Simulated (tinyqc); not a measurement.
Worked calculation: empirical pseudopotential in a few plane waves. One step of it, computed by the program tinyqc.

Question. Levels at G. Diagonalise the Hermitian matrix.

H(k) at G (eV):
```
,+0+0+0,-1-1-1,-1-1+1,-1+1-1,-1+1+1,+1-1-1,+1-1+1,+1+1-1,+1+1+1,-2+0+0,+0-2+0,+0+0-2,+0+0+2,+0+2+0,+2+0+0
+0+0+0,0.000000,2.337825,-2.337825,-2.337825,-2.337825,-2.337825,-2.337825,-2.337825,2.337825,0.000000,0.000000,0.000000,0.000000,0.000000,0.000000
-1-1-1,2.337825,12.368870,0.000000,0.000000,-0.244902,0.000000,-0.244902,-0.244902,0.000000,-2.337825,-2.337825,-2.337825,-0.365586,-0.365586,-0.365586
-1-1+1,-2.337825,0.000000,12.368870,0.244902,0.000000,0.244902,0.000000,0.000000,-0.244902,-2.337825,-2.337825,0.365586,2.337825,-0.365586,-0.365586
-1+1-1,-2.337825,0.000000,0.244902,12.368870,0.000000,0.244902,0.000000,0.000000,-0.244902,-2.337825,0.365586,-2.337825,-0.365586,2.337825,-0.365586
-1+1+1,-2.337825,-0.244902,0.000000,0.000000,12.368870,0.000000,0.244902,0.244902,0.000000,2.337825,-0.365586,-0.365586,-2.337825,-2.337825,0.365586
+1-1-1,-2.337825,0.000000,0.244902,0.244902,0.000000,12.368870,0.000000,0.000000,-0.244902,0.365586,-2.337825,-2.337825,-0.365586,-0.365586,2.337825
+1-1+1,-2.337825,-0.244902,0.000000,0.000000,0.244902,0.000000,12.368870,0.244902,0.000000,-0.365586,2.337825,-0.365586,-2.337825,0.365586,-2.337825
+1+1-1,-2.337825,-0.244902,0.000000,0.000000,0.244902,0.000000,0.244902,12.368870,0.000000,-0.365586,-0.365586,2.337825,0.365586,-2.337825,-2.337825
+1+1+1,2.337825,0.000000,-0.244902,-0.244902,0.000000,-0.244902,0.000000,0.000000,12.368870,-0.365586,-0.365586,-0.365586,-2.337825,-2.337825,-2.337825
-2+0+0,0.000000,-2.337825,-2.337825,-2.337825,2.337825,0.365586,-0.365586,-0.365586,-0.365586,16.491827,0.244902,0.244902,-0.244902,-0.244902,0.000000
+0-2+0,0.000000,-2.337825,-2.337825,0.365586,-0.365586,-2.337825,2.337825,-0.365586,-0.365586,0.244902,16.491827,0.244902,-0.244902,0.000000,-0.244902
+0+0-2,0.000000,-2.337825,0.365586,-2.337825,-0.365586,-2.337825,-0.365586,2.337825,-0.365586,0.244902,0.244902,16.491827,0.000000,-0.244902,-0.244902
+0+0+2,0.000000,-0.365586,2.337825,-0.365586,-2.337825,-0.365586,-2.337825,0.365586,-2.337825,-0.244902,-0.244902,0.000000,16.491827,0.244902,0.244902
+0+2+0,0.000000,-0.365586,-0.365586,2.337825,-2.337825,-0.365586,0.365586,-2.337825,-2.337825,-0.244902,0.000000,-0.244902,0.244902,16.491827,0.244902
+2+0+0,0.000000,-0.365586,-0.365586,-0.365586,0.365586,2.337825,-2.337825,-2.337825,-2.337825,0.000000,-0.244902,-0.244902,0.244902,0.244902,16.491827
```

Give: eigenvalues.

Answer.

eigenvalues (eV): -2.7568  8.1149  8.4767  8.4767  8.4767  12.1240  12.1240  12.1240  15.8604  16.0020  16.0020  20.1391  20.1391  20.1391  22.4601
